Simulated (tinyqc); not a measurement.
Plane-wave Kohn-Sham cycle with exchange-only LDA in a layered model solid, step by step. Computed by tinyqc, a small Python program that keeps every step. Settings: points = 16, plane-wave index or count = 3, electrons = 2, k points = 2, area = 27.0, mixing = 0.3, iteration cap = 66, Pulay depth = 3. Command: `OMP_NUM_THREADS=1 python tinyqc.py 24952 24953 out.jsonl` (the two numbers bound the seeds that draw the settings). One thread of a shared host (Intel(R) Xeon(R) Processor @ 2.60GHz), about 0.01 s of CPU time with the checks. Later iterations appear only in the table of the cycle.

## Iteration 1: potential

A solid whose potential varies along x alone (atomic units):
```
parameter                      value
period a                    7.700000
cross-section of the cell  27.000000
electrons per cell                 2
grid points                       16
plane waves -n..n, n               3
k points                           2
V1 in V1 cos(2 pi x/a)     -0.230000
```

density at the start, on the grid x_j = j a/N (e/bohr^3): [0.00962001, 0.00962001, 0.00962001, 0.00962001, 0.00962001, 0.00962001, 0.00962001, 0.00962001, 0.00962001, 0.00962001, 0.00962001, 0.00962001, 0.00962001, 0.00962001, 0.00962001, 0.00962001]

V_H(G) = 4 pi rho(G)/G^2 for G != 0 (uniform background); v_x = -(3 rho/pi)^(1/3); V = V_ext + V_H + v_x; Fourier components f(G_m) = (1/N) sum_j f(x_j) exp(-i G_m x_j).

Potentials on the grid (hartree):
```
x             V_ext       V_H        v_x          V
0.000000  -0.230000  0.000000  -0.209435  -0.439435
0.481250  -0.212492  0.000000  -0.209435  -0.421927
0.962500  -0.162635  0.000000  -0.209435  -0.372069
1.443750  -0.088017  0.000000  -0.209435  -0.297452
1.925000          0  0.000000  -0.209435  -0.209435
2.406250   0.088017  0.000000  -0.209435  -0.121418
2.887500   0.162635  0.000000  -0.209435  -0.046800
3.368750   0.212492  0.000000  -0.209435   0.003057
3.850000   0.230000  0.000000  -0.209435   0.020565
4.331250   0.212492  0.000000  -0.209435   0.003057
4.812500   0.162635  0.000000  -0.209435  -0.046800
5.293750   0.088017  0.000000  -0.209435  -0.121418
5.775000          0  0.000000  -0.209435  -0.209435
6.256250  -0.088017  0.000000  -0.209435  -0.297452
6.737500  -0.162635  0.000000  -0.209435  -0.372069
7.218750  -0.212492  0.000000  -0.209435  -0.421927
```

V(G_m), m = 0, 1, 2, ... (hartree): [-0.209435, -0.115000, 0.000000, 0.000000, 0.000000, 0.000000, 0.000000]

## Iteration 1: Hamiltonian at one k

k = 0.250000 2 pi / a

H(m,m') = (k + G_m)^2/2 delta + V(G_m - G_m'), with V(-G) = V(G).

H (hartree), order -3, -2, -1, +0, +1, +2, +3:
```
[[2.308321, -0.115000, 0.000000, 0.000000, 0.000000, 0.000000, 0.000000],
 [-0.115000, 0.810152, -0.115000, 0.000000, 0.000000, 0.000000, 0.000000],
 [0.000000, -0.115000, -0.022164, -0.115000, 0.000000, 0.000000, 0.000000],
 [0.000000, 0.000000, -0.115000, -0.188627, -0.115000, 0.000000, 0.000000],
 [0.000000, 0.000000, 0.000000, -0.115000, 0.310763, -0.115000, 0.000000],
 [0.000000, 0.000000, 0.000000, 0.000000, -0.115000, 1.476005, -0.115000],
 [0.000000, 0.000000, 0.000000, 0.000000, 0.000000, -0.115000, 3.307101]]
```

## Iteration 1: levels at that k

Diagonalise the Hermitian matrix.

eigenvalues (hartree): [-0.268324, 0.014238, 0.326748, 0.817294, 1.480153, 2.317130, 3.314312]

## Iteration 1: new density

Motion across x is left out: the lowest 1 band(s) hold two electrons at each of the k points (j + 1/2)/nk - 1/2. Residual R = rho(out) - rho(in); rho(new) = rho(in) + 0.3 R. rho(out) = 2/(a A nk) sum |psi|^2 with psi = sum c exp(i G x). Harris energy E = band energy - dV sum rho (V_H/2 + v_x) + (3/4) dV sum rho v_x with rho(in), dV = a A/N, band energy = (2/nk) sum of the filled levels.

rho(out) (e/bohr^3): [0.02323130, 0.02147432, 0.01702731, 0.01172061, 0.00715297, 0.00400123, 0.00217127, 0.00128387, 0.00102568, 0.00128387, 0.00217127, 0.00400123, 0.00715297, 0.01172061, 0.01702731, 0.02147432]

density after iteration 1 (e/bohr^3): [0.01370340, 0.01317630, 0.01184220, 0.01025019, 0.00887990, 0.00793438, 0.00738539, 0.00711917, 0.00704171, 0.00711917, 0.00738539, 0.00793438, 0.00887990, 0.01025019, 0.01184220, 0.01317630]

energy per cell = -0.43193100 hartree

## Iteration 2: potential

As before.

Potentials on the grid (hartree):
```
x             V_ext        V_H        v_x          V
0.000000  -0.230000   0.064885  -0.235650  -0.400764
0.481250  -0.212492   0.059074  -0.232589  -0.386007
0.962500  -0.162635   0.043113  -0.224458  -0.343980
1.443750  -0.088017   0.020745  -0.213912  -0.281184
1.925000          0  -0.003514  -0.203920  -0.207434
2.406250   0.088017  -0.025725  -0.196409  -0.134117
2.887500   0.162635  -0.043127  -0.191770  -0.072263
3.368750   0.212492  -0.054094  -0.189438  -0.031040
3.850000   0.230000  -0.057828  -0.188748  -0.016576
4.331250   0.212492  -0.054094  -0.189438  -0.031040
4.812500   0.162635  -0.043127  -0.191770  -0.072263
5.293750   0.088017  -0.025725  -0.196409  -0.134117
5.775000          0  -0.003514  -0.203920  -0.207434
6.256250  -0.088017   0.020745  -0.213912  -0.281184
6.737500  -0.162635   0.043113  -0.224458  -0.343980
7.218750  -0.212492   0.059074  -0.232589  -0.386007
```

V(G_m), m = 0, 1, 2, ... (hartree): [-0.208087, -0.096057, -0.000309, 0.000009, 0.000017, 0.000001, 0.000000]

## Iteration 2: Hamiltonian at one k

k = 0.250000 2 pi / a

As before.

H (hartree), order -3, -2, -1, +0, +1, +2, +3:
```
[[2.309669, -0.096057, -0.000309, 0.000009, 0.000017, 0.000001, 0.000000],
 [-0.096057, 0.811500, -0.096057, -0.000309, 0.000009, 0.000017, 0.000001],
 [-0.000309, -0.096057, -0.020816, -0.096057, -0.000309, 0.000009, 0.000017],
 [0.000009, -0.000309, -0.096057, -0.187279, -0.096057, -0.000309, 0.000009],
 [0.000017, 0.000009, -0.000309, -0.096057, 0.312111, -0.096057, -0.000309],
 [0.000001, 0.000017, 0.000009, -0.000309, -0.096057, 1.477353, -0.096057],
 [0.000000, 0.000001, 0.000017, 0.000009, -0.000309, -0.096057, 3.308449]]
```

## Iteration 2: levels at that k

As before.

eigenvalues (hartree): [-0.246556, 0.008439, 0.323100, 0.816463, 1.480243, 2.315818, 3.313481]

## Iteration 2: new density

B (overlaps of the stored error matrices):
```
[[9.8400422e-04, 6.0735456e-04],
 [6.0735456e-04, 3.7553420e-04]]
```

Motion across x is left out: the lowest 1 band(s) hold two electrons at each of the k points (j + 1/2)/nk - 1/2. Residual R = rho(out) - rho(in); rho(new) = rho(in) + 0.3 R; Pulay mixing then takes sum c_i of the stored mixed densities, with c from B_ij = sum R_i R_j as in DIIS. rho(out) = 2/(a A nk) sum |psi|^2 with psi = sum c exp(i G x). Harris energy E = band energy - dV sum rho (V_H/2 + v_x) + (3/4) dV sum rho v_x with rho(in), dV = a A/N, band energy = (2/nk) sum of the filled levels.

rho(out) (e/bohr^3): [0.02182533, 0.02033564, 0.01651251, 0.01182342, 0.00762243, 0.00457391, 0.00270249, 0.00174706, 0.00145990, 0.00174706, 0.00270249, 0.00457391, 0.00762243, 0.01182342, 0.01651251, 0.02033564]

DIIS coefficients: [-1.600645, 2.600645]

density after iteration 2 (e/bohr^3): [0.02004007, 0.01876197, 0.01548595, 0.01147762, 0.00789883, 0.00531257, 0.00373182, 0.00292789, 0.00268682, 0.00292789, 0.00373182, 0.00531257, 0.00789883, 0.01147762, 0.01548595, 0.01876197]

energy per cell = -0.39746823 hartree

## Convergence

Stop when sqrt(dV sum R^2) is below 1e-8, dV = a A/N.

Course of the cycle:
```
iteration  E (hartree)  norm of the residual
1          -0.43193100              1.13e-01
2          -0.39746823              6.99e-02
3          -0.37764520              7.27e-03
4          -0.37799571              1.05e-02
5          -0.37761292              2.50e-04
6          -0.37761274              3.91e-06
7          -0.37761274              2.72e-06
8          -0.37761274              3.15e-07
9          -0.37761274              2.23e-07
10         -0.37761274              3.42e-08
11         -0.37761274              1.77e-08
12         -0.37761274              1.08e-08
13         -0.37761274              2.14e-09
```

Converged in 13 iterations. Before convergence this energy mixes input and output and is not variational, so it may rise towards its limit.
